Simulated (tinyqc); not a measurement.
Resistance of a tapered via with liner, size effect and interface: two steps of the calculation.

A round via whose diameter grows from db at the bottom as D(z) = db + 2 z/tan(ang). The fill, of diameter D - 2 tl, starts above the bottom liner (thickness fb tl) and has rho = rho0 (1 + ks lam/(D - 2 tl)); the sidewall liner conducts in parallel with it. The bottom liner and the interface are crossed over the full area pi db^2/4. Spreading in the lines above and below is left out.

Parameters, values chosen for the exercise; fill metal close to ruthenium:
```
symbol,value,unit,meaning
db,58,nm,diameter at the bottom
hv,200,nm,height
ang,87,degrees,sidewall angle
rho0,7.89,uohm cm,bulk resistivity of the fill
lam,6.66,nm,mean free path of the fill
ks,1.5,,size-effect factor
tl,0.3,nm,liner on the sidewall
fb,0.5,,liner at the bottom over that on the sidewall
rl,460,uohm cm,resistivity of the liner
ri,1.4e-12,ohm cm^2,interface resistivity at the bottom
Sb,1.5e15,S/m^2,"ballistic conductance per area, about 3/(4 rho0 lam)"
```

Task 1. Slices of the via. Slices between z0 = fb tl and hv, evaluated at their midpoints: conductance per length pi/4 [(D - 2 tl)^2/rho + (D^2 - (D - 2 tl)^2)/rl], slice resistance = slice height over that. 6 slices.

Give: z; D; rho; slice resistance.

Result 1.

```
slice  z (nm)  D (nm)  rho (uohm cm)  slice resistance (ohm)
0       16.80   59.76          9.222                   1.117
1       50.11   63.25          9.148                  0.9880
2       83.42   66.74          9.082                  0.8800
3       116.7   70.24          9.022                  0.7888
4       150.0   73.73          8.968                  0.7110
5       183.3   77.22          8.919                  0.6441
```

Task 2. Total resistance. R_fill = sum of the slices; R_bottom = rl fb tl/(pi db^2/4); R_interface = ri/(pi db^2/4); ballistic (Sharvin) limit 1/(Sb pi (db - 2 tl)^2/4); ideal cylinder rho0 hv/(pi db^2/4).

slice resistance, slice 0 to 5 (ohm): 1.1169897  0.98798050  0.88002266  0.78878547  0.71099474  0.64413851

Find: parts; R; shares; ballistic limit; ideal cylinder.

Result 2.

parts (ohm): fill 5.1289, bottom liner 0.26116, interface 0.052989
R = 5.4431 ohm
shares (%): fill 94.228, bottom liner 4.798, interface 0.974
ballistic limit = 0.25763 ohm
ideal cylinder = 5.9726 ohm

The fill is the largest part, and R is 0.911 times the ideal cylinder. With 2000 slices R = 5.4471 ohm.

Numbers from tinyqc (`OMP_NUM_THREADS=1 python tinyqc.py 2750114 2750115 out.jsonl`; about 0.01 s on one thread of a shared Intel Xeon 2.30GHz).
